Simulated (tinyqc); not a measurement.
From threshold to a deep level: deep level as a short-range spherical well.

A spherical well of radius R and depth V0 below the conduction edge, one mass m, c = hbar^2/2m0. The s level at binding Et solves k cot(k R) = -kappa with k = sqrt(m (V0 - Et)/c), kappa = sqrt(m Et/c); it exists for V0 > Vc = c (pi/2R)^2/m. Outside, psi falls as exp(-kappa r)/r.

Constants: hbar^2/2m0 = 3.80998211 eV angstrom^2.

Inputs chosen for the exercise (out of a larger set: near those of GaN; not measured data): R = 2.7 angstrom (radius of the well); m = 0.211 m0 (mass); fV = (1.03, 1.13, 1.27, 1.47, 2.23, 3.22, 6.29) (V0/Vc).

Et against the depth at fixed R; near threshold Et = (pi^2/16)(V0 - Vc)^2/Vc.

Results:
```
V0/Vc  V0 (eV)   Et (eV)  threshold form (eV)  1/kappa (angstrom)  share outside
1.03     6.295  0.003320             0.003393                73.7          0.964
1.13     6.906   0.05820              0.06371                17.6          0.860
1.27     7.762    0.2299               0.2748                 8.9          0.744
1.47     8.984    0.6230               0.8328                 5.4          0.620
3.22    19.679     7.369                18.58                 1.6          0.230
6.29    38.442     23.39                105.5                 0.9          0.096
```

Give the missing row, V0/Vc = 2.23.

Computed row:
```
V0/Vc  V0 (eV)  Et (eV)  threshold form (eV)  1/kappa (angstrom)  share outside
2.23    13.629    3.066                5.704                 2.4          0.367
```

The threshold form holds to 10 % up to V0/Vc = 1.13 of those listed. There the state is mostly outside the well (96 % in the first row) and knows only Et, which is why a delta-well model works; more than half is inside from V0/Vc = 2.23 on. A second s level would need V0/Vc > 9. From V0/Vc = 3.22 on Et exceeds the gap of the host, about 3.4 eV, so those rows only show the model.

Run: tinyqc, `OMP_NUM_THREADS=1 python tinyqc.py 1250520 1250521 out.jsonl`; Intel(R) Xeon(R) Processor @ 2.30GHz, one thread, shared host; about 0.01 s of CPU time with all checks.
